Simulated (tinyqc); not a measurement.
Threshold-voltage variability of a planar MOSFET, analytic estimates: two steps of the calculation.

Three independent sources add in quadrature: random dopants in the depleted layer, metal-gate grains of two orientations, and roughness of the two gate edges acting through the roll-off VT = VT(long) - Vr exp(-L/l). These are first-order estimates: no three-dimensional electrostatics, no percolation.

Inputs (values chosen for the exercise); material values those of a made-up semiconductor: temperature T = 293 K; subthreshold factor n = 1.44; gm/I of a matched pair gI = 5 1/V; spread of the gain factor of one device sb = 2.8 %; number of cells Nb = 1048576; wanted yield Y = 0.4.

Constants: q = 1.602176634e-19 C, kB = 1.380649e-23 J/K, Vt = kB T/q. Results are converted to the units shown.

Problem 1. Total spread, mismatch and leakage. s = sqrt(s1^2 + s2^2 + s3^2). For a pair: s(dVT) = sqrt(2) s; current mismatch sqrt(2) sqrt((gI s)^2 + sb^2); input offset = current mismatch/gI. For a Gaussian VT the off current is log-normal with mean/median = exp(s^2/(2 (n Vt)^2)).

s1 = 6.0746958 mV
s2 = 2.4428193 mV
s3 = 0.69985153 mV

Wanted: s; s(dVT); current mismatch; input offset; mean/median of Ioff.

Solution 1.

s = 6.5848 mV
s(dVT) = 9.3123 mV
current mismatch = 6.1122 %
input offset = 12.224 mV
mean/median of Ioff = 1.0165

Problem 2. Margin in standard deviations for the wanted yield. Cells fail independently with probability Q(k) = erfc(k/sqrt(2))/2 when the margin is k standard deviations, and Y = exp(-Nb Q(k)). phi = exp(-k^2/2)/sqrt(2 pi). Newton steps on ln Q(k) = ln(-ln(Y)/Nb): k(new) = k + [ln Q - ln(-ln(Y)/Nb)] Q/phi.

k at the start = 4

Give: Q(k); phi; k after iteration 1.

Solution 2.

Q(k) = 3.167e-5
phi = 1.338e-4
k after iteration 1 = 4.850

tinyqc, about 0.01 s, one thread, Intel Xeon 2.30GHz (shared host): `OMP_NUM_THREADS=1 python tinyqc.py 2090138 2090139 out.jsonl`
